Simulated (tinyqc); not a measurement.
# MOSFET in saturation, small-signal circuit and noise: effect of the temperature on speed and noise

Bias by the inversion coefficient IC = I/Ispec (charge-based model with velocity saturation; weak inversion below 0.1, strong above 10). Common-source circuit: gm, gds, Cgs, Cgd and Cj at the inner nodes, Rg in series with the gate; quasi-static, no source or drain resistance, no gate-body capacitance, no substrate network, no induced gate noise, so fmax is an upper estimate.

Ispec = 2 n mu Cox (W/L) Vt^2, lc = Ls/L, gms = [sqrt((lc IC + 1)^2 + 4 IC) - 1]/[2 + lc (lc IC + 1)], gm = gms Ispec/(n Vt), gds = sg gm. qs = [sqrt(1 + 4 IC) - 1]/2, Cgs = Cox W L qs (2 qs + 3)/(3 (qs + 1)^2) + Cov W, Cgd = Cov W, Cd = Cj W, Rg = Rsh (Wf/L)/(12 Nf) + Rc/W with Nf = W/Wf fingers (not rounded) contacted at both ends. fT = gm/(2 pi (Cgs + Cgd)), fmax = fT/(2 sqrt(Rg (gds + 2 pi fT Cgd))). Channel noise Sid = 4 kB T gam n gm with gam = (1/2 + (2/3) qs)/(1 + qs) + gw lc IC, qs = [sqrt(1 + 4 IC) - 1]/2, lc = Ls/L (the last term an empirical rise with velocity saturation); at the gate, white noise Sw = Sid/gm^2 + 4 kB T Rg. Number fluctuation with correlated mobility: S(f) = K/f, K = q^2 Vt lt Nt/(W L Cox^2) (1 + ac mu Cox I/gm)^2, Vt in eV with Nt per eV. Corner fc = K/Sw. IC is held fixed, and so are mu, n, Ls and Nt.

Inputs (values chosen for the exercise): gate length L = 130 nm; total gate width W = 10 um; gate capacitance Cox = 2.01 uF/cm^2; mobility mu = 160 cm^2/(V s); slope factor n = 1.32; velocity-saturation length Ls = 15 nm; ratio gds/gm sg = 0.026; overlap and fringe capacitance per side Cov = 0.28 fF/um; drain junction capacitance Cj = 0.73 fF/um; sheet resistance of the gate Rsh = 8 ohm; finger width Wf = 0.5 um; gate contact and vertical resistance Rc = 200 ohm um; inversion coefficient IC = 0.16; short-channel excess of the noise factor gw = 0.13; oxide trap density Nt = 2.8e17 cm^-3 eV^-1; tunnelling length into the oxide lt = 0.1 nm; Coulomb scattering coefficient ac = 0 V s/C.

Constants: q = 1.602176634e-19 C, kB = 1.380649e-23 J/K, Vt = kB T/q. Results are converted to the units shown.

The same in every row: Rg (ohm) = 20.13.

Effect of the temperature on speed and noise:
```
T (K)  I (uA)  fT (GHz)  fmax (GHz)  sqrt(Sw) (nV/Hz^0.5)  fc (MHz)
100    0.7760     1.089       26.67                 8.017    0.1835
150     1.746     1.634       32.67                 8.020    0.2750
200     3.104     2.178       37.72                 8.024    0.3664
250     4.850     2.723       42.17                 8.027    0.4576
300     6.984     3.267       46.20                 8.031    0.5486
350     9.506     3.812       49.90                 8.034    0.6395
400     12.42     4.356       53.35                 8.037    0.7302
```

What does the comparison show?

As T goes from 100 to 400 K, fT rises from 1.09 to 4.36 GHz, fmax rises from 26.7 to 53.3 GHz, the white noise stays near 8.03 nV/Hz^0.5 and the corner rises from 0.183 to 0.730 MHz. At fixed IC and mobility the current goes as T^2 and gm as T, which is why fT rises; a real mobility would fall with T. In every row fmax exceeds 4 fT, where channel resistance and substrate losses, left out here, would cap it. For T = 100 to 150 K band tails and dopant freeze-out, left out here, change n and the noise.

Computed by the program tinyqc: `OMP_NUM_THREADS=1 python tinyqc.py 2150044 2150045 out.jsonl`, one thread of a shared Intel Xeon 2.30GHz, about 0.01 s for the whole run.
